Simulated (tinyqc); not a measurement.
## Lossy on-chip transmission line with skin effect: line properties against frequency

A uniform line in a homogeneous dielectric: c = sqrt(er)/(c0 Z0), l = Z0 sqrt(er)/c0 (c0 = 299792458 m/s), g = w c td, w = 2 pi f. The resistance joins its limits as r = sqrt(r_dc^2 + r_hf^2), with r_dc = rho/(wd th), r_hf = kr rho/(2 delta (wd + th)), delta = sqrt(rho/(pi f mu0)), mu0 = 4 pi 1e-7 H/m; this is an interpolation, and internal inductance, up to 0.05 nH/mm at low frequency, is neglected.

gamma = sqrt((r + i w l)(g + i w c)) = alpha + i beta, Zc = sqrt((r + i w l)/(g + i w c)), roots with positive real part; loss 8.685889638 alpha in dB; phase velocity w/beta. ZL = 1/(1/RL + i w CL); reflection (ZL - Zc)/(ZL + Zc); Zin = Zc (ZL + Zc tanh(gamma len))/(Zc + ZL tanh(gamma len)); H = V_load/V_source = [Zin/(Zin + Rg)]/[cosh(gamma len) + (Zc/ZL) sinh(gamma len)].

Values chosen for this exercise:
```
symbol  value     unit                                  meaning
wd       0.51       um                       width of the strip
th       0.51       um                   thickness of the strip
rho         2  uohm cm                              resistivity
er          3                             relative permittivity
td       0.01                                      loss tangent
Z0         50      ohm             lossless impedance sqrt(l/c)
kr        1.5           factor for crowding and the return path
len      0.39       mm                                   length
Rg         10      ohm                        source resistance
RL         50      ohm                          load resistance
CL          0       fF                         load capacitance
```

Line properties against frequency:
```
f (GHz)	r (ohm/mm)	r/(w l)	loss (dB/mm)	|Zc| (ohm)	phase velocity over c0	length in wavelengths	|H| (dB)
0.01	76.90	4237	0.1458	3254	0.01261	0.001032	-5.104
0.03	76.90	1412	0.2525	1879	0.02183	0.001788	-5.105
0.09	76.92	470.9	0.4371	1085	0.03778	0.003099	-5.105
0.3	76.98	141.4	0.7965	594.5	0.06877	0.005675	-5.108
0.8	77.12	53.11	1.294	364.4	0.1115	0.009331	-5.113
2	77.45	21.33	2.023	231.1	0.1735	0.01500	-5.126
7	78.81	6.203	3.608	125.3	0.3038	0.02997	-5.174
20	82.26	2.266	5.461	78.69	0.4393	0.05922	-5.270
60	92.05	0.8453	7.543	57.21	0.5383	0.1450	-5.324
```

r equals w l at 49.3 GHz: below it |Zc| and the delay grow as in an RC line, above it |Zc| tends to Z0 = 50 ohm and the velocity to 1/sqrt(er) = 0.577 c0. The loss goes as f^(0.50) between the first two rows and f^(0.29) between the last two. |H| is -5.10 dB in the first row and -5.32 dB in the last; between rows it can pass through resonances that the table doesn't show.

Computed by the program tinyqc: `OMP_NUM_THREADS=1 python tinyqc.py 2810173 2810174 out.jsonl`, one thread of a shared Intel Xeon 2.30GHz, about 0.01 s for the whole run.
